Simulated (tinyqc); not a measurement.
Coherent potential approximation for a binary alloy with a semi-elliptic band: one step. Densities on A and B, and the lifetime. Two cases, with inputs chosen for the exercise.

Task: G_i = G/(1 - (e_i - S) G); densities -Im G_i/pi; their weighted sum must be -Im G/pi. Lifetime hbar/(2 |Im S|), which has a meaning only while |Im S| is small against W. Weak-scattering value of S: x (1 - x) d^2 G.

Site levels eA = -x d (share 1 - x) and eB = (1 - x) d (share x), so that their mean, the virtual crystal, is 0. Pure band: G0(z) = 2 (z - sqrt(z - W) sqrt(z + W))/W^2 with principal roots, density -Im G/pi per site. The medium has a self-energy S(z), G = G0(z - S), z = E + i eta. t_i = (e_i - S)/(1 - (e_i - S) G); the CPA demands <t> = (1 - x) tA + x tB = 0. Iteration: start at S = 0, set S(new) = S + <t>/(1 + <t> G), stop when |<t>| < 1e-9 eV.

Constants: hbar = 6.58211957e-16 eV s.

Give: densities; lifetime; weak-scattering S.

Case 1.

Values chosen: x = 0.12 (fraction of B); d = 5.54 eV (eB - eA).

eA, eB (eV): -0.664800  4.875200

S = -0.6259018-0.2840913i eV
G = 0.1027713-0.4228654i 1/eV

Result:

densities (1/eV): on A 0.1500, on B 0.0219, weighted sum 0.1346, medium 0.1346

lifetime = 1.16 fs
weak-scattering S = 0.3331-1.3705i eV

An A site carries the larger density here, by a factor 6.86; the weak-scattering value is 211 % from S.

Case 2.

Values chosen: x = 0.4 (fraction of B); d = 0.41 eV (eB - eA).

eA, eB (eV): -0.164000  0.246000

S = -0.0360462-0.0361030i eV
G = -0.8025848-1.0849282i 1/eV

Result:

densities (1/eV): on A 0.4334, on B 0.2132, weighted sum 0.3453, medium 0.3453

lifetime = 9.12 fs
weak-scattering S = -0.0324-0.0438i eV

An A site carries the larger density here, by a factor 2.03; the weak-scattering value is 17 % from S.

Computed by tinyqc, one run a case: `OMP_NUM_THREADS=1 python tinyqc.py N N+1 out.jsonl` with N = 1480893, 1480980; one thread of a shared Intel(R) Xeon(R) Processor @ 2.30GHz, about 0.01 s a run at most.
